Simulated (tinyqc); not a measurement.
What each parameter does: configuration-coordinate model of carrier capture at a defect.

Two parabolas of equal curvature k in one coordinate Q: with the carrier free at the band edge, U_f = k Q^2/2; with the carrier trapped, U_t = k (Q - dQ)^2/2 - ET. ER = k dQ^2/2, Huang-Rhys factor S = ER/hw, hw = 0.0646541 sqrt(k/M) eV for k in eV/angstrom^2 and M in u. The curves cross at a height Eb = (ER - ET)^2/(4 ER) above the free minimum.

Multiphonon factor for giving p = ET/hw phonons to the lattice: W = exp(-S (2 nb + 1)) ((nb + 1)/nb)^(p/2) I_p(x), nb = 1/(exp(hw/kT) - 1), x = 2 S sqrt(nb (nb + 1)), I_p the modified Bessel function. Classical limit: W = hw exp(-Eb/kT)/sqrt(4 pi ER kT). At T = 0: exp(-S) S^p/Gamma(p + 1).

Constants: kB = 8.617333262e-05 eV/K.

Inputs chosen for the exercise (of the size met at a vacancy centre in SiC; not measured data): ET = 1.17 eV (thermal depth of the level below the band edge); ER = 0.21 eV (relaxation energy); hw = 0.038 eV (phonon energy of the mode); T = 400 K (temperature).

Eb, log10 W and the full width 2.35482 sqrt(ER hw coth(hw/2kT)).

Results for these values:
```
case  Eb (eV)  log10 W  full width (eV)
base   1.0971   -9.824           0.2971
```

What happens to each result for hw = 0.0456 eV, all else kept?

Answer: Eb does not change at the printed digits; log10 W rises from -9.824 to -8.933; full width rises from 0.2971 to 0.3028.

The same for each parameter in turn:
```
case            Eb (eV)  log10 W  full width (eV)
base             1.0971   -9.824           0.2971
ET = 1.21 eV     1.1905  -10.449           0.2971
ER = 0.26 eV     0.7963   -7.946           0.3305
hw = 0.0456 eV   1.0971   -8.933           0.3028
T = 430 K        1.0971   -9.527           0.3062
```

(tinyqc, `OMP_NUM_THREADS=1 python tinyqc.py 1451841 1451842 out.jsonl`, Intel(R) Xeon(R) Processor @ 2.30GHz, 1 thread, shared host, about 0.01 s.)
